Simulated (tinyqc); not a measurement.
Inside a calculation. Model: thermal and gravitational stress in a wafer during furnace and rapid thermal processing, and the onset of slip. Computed by tinyqc, a small Python program that keeps every step. Command: `OMP_NUM_THREADS=1 python tinyqc.py 3002916 3002917 out.jsonl slip walk`. One thread of a shared host (Intel(R) Xeon(R) Processor @ 2.30GHz), about 0.01 s of CPU time with the checks. Intermediate numbers are printed to about 6 digits and carried at full precision; extremes and crossings named in words are read from the listed rows.

A thin free disc in plane stress, isotropic; T(r) = T_centre + dT (r/R)^n. Stress is positive in tension; sigma_SB = 5.670374419e-8 W/(m^2 K^4), g = 9.80665 m/s^2.

Inputs (values chosen for the exercise, for a model wafer):
```
quantity,value,unit
wafer radius R,100,mm
thickness t,725,micrometre
Young's modulus E,156,GPa
Poisson ratio nu,0.26,-
expansion alpha,4.43,1e-6/K
edge less centre temperature dT,19,K
exponent n of the profile,4,-
temperature T,1225,K
prefactor A of the critical stress,0.00017,MPa
energy U of the critical stress,1.06,eV
density rho,2330,kg/m^3
heat capacity c,968,J/(kg K)
conductivity k,24,W/(m K)
wafer spacing s,15,mm
ramp rate,4.3,K/min
radius of the support ring over R,0.67,-
```

Temperature profile: edge zone, power law.

Constants: k_B = 8.617333262e-05 eV/K.

## Thermal stress

With x = r/R: s_rr = alpha E dT (1 - x^n)/(n + 2), s_tt = alpha E dT [1 - (n + 1) x^n]/(n + 2).

Temperature and stresses at r/R = 0, 0.3, 0.5, 0.7, 0.8, 0.9, 0.95, 1:
```
r/R,T - T_centre (K),s_rr (MPa),s_tt (MPa)
0.00,0.0000,2.18842,2.18842
0.30,0.1539,2.17069,2.09979
0.50,1.1875,2.05164,1.50454
0.70,4.5619,1.66298,-0.43878
0.80,7.7824,1.29204,-2.29346
0.90,12.4659,0.75260,-4.99069
0.95,15.4756,0.40594,-6.72399
1.00,19.0000,0.00000,-8.75368
```

hoop stress at the edge = -8.75368 MPa

r/R where s_tt = 0 = 0.668740

The hot edge is squeezed; the edge stress is n times that at the centre in size.

## Resolved stress round the edge

At the edge the stress is uniaxial along the tangent d = (cos phi, sin phi, 0) of a (001) wafer; the Schmid factor is the largest |(d.n)(d.b)| over the twelve {111}<110> systems.

Schmid factor and resolved stress at phi = 0, 7.5, 15, 22.5, 30, 37.5 and 45 degrees from [100]:
```
phi from [100] (degrees),Schmid factor,resolved stress (MPa)
0.0,0.408248,3.57367
7.5,0.454124,3.97526
15.0,0.482963,4.22770
22.5,0.492799,4.31381
30.0,0.482963,4.22770
37.5,0.454124,3.97526
45.0,0.408248,3.57367
```

The factor is 1/sqrt(6) = 0.408 along <100> and <110> and peaks at 0.4928 at 22.5 degrees, so slip, if any, starts at eight places between these directions.

## Slip criterion

Critical resolved stress tau_c = A exp(U/(k_B T)), a form chosen for the exercise; slip when 0.492799 |s_tt(R)| > tau_c; allowed |dT| = tau_c (n + 2)/(0.492799 n alpha E).

critical stress tau_c = 3.90301 MPa

resolved over critical stress = 1.10525

allowed |dT| = 17.1907 K

Slip is expected.

## Ramp rate in a batch furnace

In a stack heated from the rim, heat flows inward by conduction and by radiation between wafers: k_eff = k + (16/3) sigma_SB T^3 s^2/t (a diffusion estimate with the spacing as path length). A steady ramp gives the parabolic lag dT = rho c (ramp) R^2/(4 k_eff); the allowed ramp uses n = 2.

k_eff = 196.529 W/(m K)

lag of the centre = 2.05618 K

allowed ramp rate = 47.9335 K/min

Radiation carries 88 % of the inward flow. The ramp is 0.09 of the allowed one.

## Gravity

Own weight q = rho g t on a ring of radius b R, x = r/R: moments of an edge-supported plate, M_r = q R^2 (3 + nu)(1 - x^2)/16 and M_t = q R^2 [(3 + nu) - (1 + 3 nu) x^2]/16, less the uniform moment inside the ring load, q R^2 [(1 - nu)(1 - b^2) - 2 (1 + nu) ln b]/8; stress at the lower face = 6 M/t^2.

stress at the centre = 0.0503436 MPa

radial stress at the ring = -0.122613 MPa

hoop stress at the ring = -0.0440929 MPa

The largest of these is 0.016 tau_c when halved for shear. Point supports give far higher local stress than a ring.

## Position of the support ring

The formulas are those given above.

Stress at the lower face (MPa):
```
b,centre,radial at ring,hoop at ring,largest in size
0.40,-0.307441,-0.369087,-0.341100,0.369087
0.50,-0.158780,-0.255102,-0.211373,0.255102
0.60,-0.030937,-0.169641,-0.106671,0.169641
0.65,0.027674,-0.135111,-0.061209,0.135111
0.70,0.083624,-0.105168,-0.019459,0.105168
0.75,0.137402,-0.079323,0.019067,0.137402
0.80,0.189401,-0.057184,0.054763,0.189401
0.90,0.289296,-0.022788,0.118894,0.289296
1.00,0.385290,0.000000,0.174917,0.385290
```

Among these rows the largest stress is least, 0.105 MPa, for a ring at 0.7 R, 3.7 times below edge support: the overhang balances the sag of the centre. All values scale as R^2/t.

## Limits against temperature

The formulas are those given above.

For the parabolic profile:
```
T (K),tau_c (MPa),allowed |dT| (K),k_eff (W/(m K)),allowed ramp (K/min)
1050,20.8077,122.196,132.648,172.480
1125,9.5288,55.959,157.633,93.864
1200,4.8112,28.254,186.181,55.976
1275,2.6326,15.460,218.530,35.950
1350,1.5403,9.046,254.917,24.537
1425,0.9535,5.600,295.581,17.613
1500,0.6193,3.637,340.759,13.187
```

From 1050 to 1500 K the allowed difference falls 34 times and the allowed ramp 13 times; radiation, which grows as T^3, gives back a factor 2.57. Ramps must slow as the wafer gets hotter.

Checks made by the program: force balance: the hoop stress integrates to zero (added to the edge stress) (relative difference below 1e-10).
